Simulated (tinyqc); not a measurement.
Sheet resistance of a shallow doped layer with concentration-dependent mobility and limited activation: one step, computed by the program tinyqc.

A layer of one dopant lies in a background of the opposite type. Current flows parallel to the surface down to the junction; depletion is ignored.

Question. Local values. C(x) = C_s exp(-x^2/(2 l^2)). Active density N = min(C, C_a); carriers n = N - C_B; mobility mu = mu_min + (mu_max - mu_min)/(1 + ((N + C_B)/N_r)^alpha). Conductivity e n mu. Depths are 0, 0.2, 0.4, 0.6, 0.8 and 0.95 of x_j.

Inputs (values chosen for the exercise, modelled on phosphorus in silicon): surface concentration C_s = 2.1e+19 1/cm^3; length l = 63 nm; background C_B = 7e+17 1/cm^3; mobility floor mu_min = 67.1 cm^2/(V s); mobility mu_max = 1450 cm^2/(V s); reference density N_r = 9.9e+16 1/cm^3; exponent alpha = 0.695; anneal temperature T = 1100 C.

Profile: Gaussian.

junction depth x_j = 164.3128 nm

active limit C_a = 6.149271e+20 1/cm^3

Constants: e = 1.602176634e-19 C.

Give: Along the depth.

Answer.

Along the depth:
```
x (nm)  C (1/cm^3)  N (1/cm^3)  mu (cm^2/(V s))  conductivity (S/cm)
0.0      2.100e+19   2.100e+19             99.0                322.0
32.9     1.833e+19   1.833e+19            102.0                288.0
65.7     1.219e+19   1.219e+19            112.5                207.0
98.6     6.172e+18   6.172e+18            136.1                119.3
131.5    2.382e+18   2.382e+18            183.2                 49.4
156.1    9.753e+17   9.753e+17            237.0                 10.5
```
